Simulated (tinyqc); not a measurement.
Dielectric confinement in a thin film (image charges), step by step. Values are carried at full precision from step to step, so a last printed digit may differ when a step is redone from the rounded ones.

A film |z| < t/2 of dielectric constant eps between half-spaces of dielectric constant e2; lam = (eps - e2)/(eps + e2), q = e^2/(4 pi eps0). The self-energy of a band edge is taken with the high-frequency value, e2 = eh, and the field of a fixed ion with the static one, e2 = eo. A charge at z has images lam^|n| at n t + (-1)^n z. Its self-energy is S(z) = (q/2 eps) sum over n >= 1 of lam^n [1/(n t - 2z) + 1/(n t + 2z)] for odd n and 2 lam^n/(n t) for even n; at the centre S(0) = -(q/(eps t)) ln(1 - lam).

Constants: e^2/(4 pi eps0) = 14.39964547 eV angstrom; hbar^2/2m0 = 3.80998211 eV angstrom^2; Ry = 13.60569312 eV.

Values chosen for the exercise (near those of an InGaAs film between layers of a low-k oxide; not measured data):
```
symbol  value  unit      meaning
t       88     angstrom  film thickness
eps     13.1             dielectric constant of the film
eh      2                high-frequency dielectric constant outside
mz      0.045  m0        mass across the film
eo      2.6              static dielectric constant outside
m       0.045  m0        mass in the plane
```

## Images for a charge at the centre

Give lam, the first five terms (q/eps) lam^n/(n t), their sum and the closed form.

lam = 0.7351

terms (meV): [9.18, 3.37, 1.65, 0.91, 0.54]

sum of five = 15.66 meV
S(0) = 16.59 meV

The surroundings screen less than the film, so the images repel and each band edge moves outwards: the gap changes by about 2 S = +33 meV. The static value 2.6 would give S(0) = +13.8 meV.

## Self-energy across the film

S at 2z/t = 0, 0.2, 0.4, 0.6, 0.8 and 0.9, summed to n = 399.

Self-energy:
```
2z/t  z (angstrom)  S (meV)
0.0            0.0    16.59
0.2            8.8    16.98
0.4           17.6    18.38
0.6           26.4    21.84
0.8           35.2    33.06
0.9           39.6    55.92
```

Towards the wall S diverges as (q lam/4 eps)/(distance), an artefact of the abrupt interface that the vanishing envelope makes harmless.

## Shift of the subband edge

First order: <S> over the envelope (2/t) cos^2(pi z/t), beside the confinement energy c (pi/t)^2/mz, c = hbar^2/2m0.

<S> = 18.63 meV
confinement energy = 107.91 meV

|<S>| is 0.17 times the confinement energy; the first goes as 1/t and the second as 1/t^2, so they are equal at t = 510 angstrom.

## Binding of a donor

Donor at the centre, lam from the static eo, trial function cos(pi z/t) exp(-rho/l): E(l) = c/(m l^2) - (q/eps) times the integral over k of F(k t) (1 + (k l/2)^2)^(-3/2), with F(x) = F0 + 2 lam exp(-x) G/(1 - lam exp(-x)), F0 = 2[(1 - exp(-x/2))/x + x (1 + exp(-x/2))/(x^2 + 4 pi^2)], G = 2 sinh(x/2)[1/x - x/(x^2 + 4 pi^2)]; c = hbar^2/2m0. The binding energy is -E at the minimum, counted from the subband edge with its self-energy.

Minimise over l with and without images (lam = 0); Ry* = Ry m/eps^2.

Donor:
```
case         l (angstrom)  binding (meV)  in Ry*
no images           108.4            9.7    2.72
with images          86.3           31.8    8.90
```

Ry* = 3.57 meV

The images change the binding by +22.0 meV, against -2 (q/(eps t)) ln(1 - lam) = +27.6 meV for an orbit much smaller than t. At 300 K the binding is 1.2 kB T.

## Checks

- S(0) from the series against the closed form, meV: both 16.59.
- F(2.3) for lam = 0.7351 from a direct sum over images against the closed form: both 0.9029.

(tinyqc, `OMP_NUM_THREADS=1 python tinyqc.py 1250310 1250311 out.jsonl`, Intel(R) Xeon(R) Processor @ 2.30GHz, 1 thread, shared host, about 0.06 s.)
